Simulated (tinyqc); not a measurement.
Worked calculation: CIS and TDHF on RHF in the sto-6g basis, frozen core, for BeH2, spin multiplicity 1. One step of it, computed by the program tinyqc.

Question. CIS matrix, triplets. A(ia,jb) = (e_a - e_i) d_ij d_ab - (ij|ab).

orbital energies (hartree): MO1 -4.587259, MO2 -0.472631, MO3 -0.440164, MO4 0.206305, MO5 0.206305, MO6 0.497952, MO7 1.045914

Two-electron integrals over orbitals (pq|rs), unique and non-zero (hartree); the lowest 1 orbital is frozen and left out:
```
(22|22) 0.407472    (32|32) 0.166897    (33|22) 0.421178    (33|33) 0.444018
(42|42) 0.049843    (43|43) 0.015408    (44|22) 0.374383    (44|33) 0.363598
(44|44) 0.450117    (52|52) 0.049843    (53|53) 0.015408    (54|54) 0.024258
(55|22) 0.374383    (55|33) 0.363598    (55|44) 0.401601    (55|55) 0.450117
(62|22) -0.028919   (62|33) -0.050708   (62|44) 0.047263    (62|55) 0.047263
(62|62) 0.076740    (63|32) -0.095933   (63|63) 0.082329    (64|42) 0.047634
(64|64) 0.051689    (65|52) 0.047634    (65|65) 0.051689    (66|22) 0.404948
(66|33) 0.415478    (66|44) 0.373738    (66|55) 0.373738    (66|62) -0.036572
(66|66) 0.418507    (72|32) -0.047667   (72|63) 0.061720    (72|72) 0.057644
(73|22) -0.010077   (73|33) -0.024294   (73|44) 0.054516    (73|55) 0.054516
(73|62) 0.071972    (73|66) -0.028532   (73|73) 0.081241    (74|43) 0.013872
(74|74) 0.016212    (75|53) 0.013872    (75|75) 0.016212    (76|32) 0.144592
(76|63) -0.096422   (76|72) -0.059481   (76|76) 0.142681    (77|22) 0.439300
(77|33) 0.458564    (77|44) 0.395459    (77|55) 0.395459    (77|62) -0.043813
(77|66) 0.446381    (77|73) -0.019050   (77|77) 0.502811
```

Give: CIS matrix A, triplet.

Answer.

CIS matrix A, triplet (hartree):
```
        2>4     2>5      2>6      2>7     3>4     3>5      3>6      3>7
2>4  0.3046  0.0000   0.0000   0.0000  0.0000  0.0000   0.0000   0.0000
2>5  0.0000  0.3046   0.0000   0.0000  0.0000  0.0000   0.0000   0.0000
2>6  0.0000  0.0000   0.5656   0.0000  0.0000  0.0000   0.0000  -0.1446
2>7  0.0000  0.0000   0.0000   1.0792  0.0000  0.0000  -0.1446   0.0000
3>4  0.0000  0.0000   0.0000   0.0000  0.2829  0.0000   0.0000   0.0000
3>5  0.0000  0.0000   0.0000   0.0000  0.0000  0.2829   0.0000   0.0000
3>6  0.0000  0.0000   0.0000  -0.1446  0.0000  0.0000   0.5226   0.0000
3>7  0.0000  0.0000  -0.1446   0.0000  0.0000  0.0000   0.0000   1.0275
```
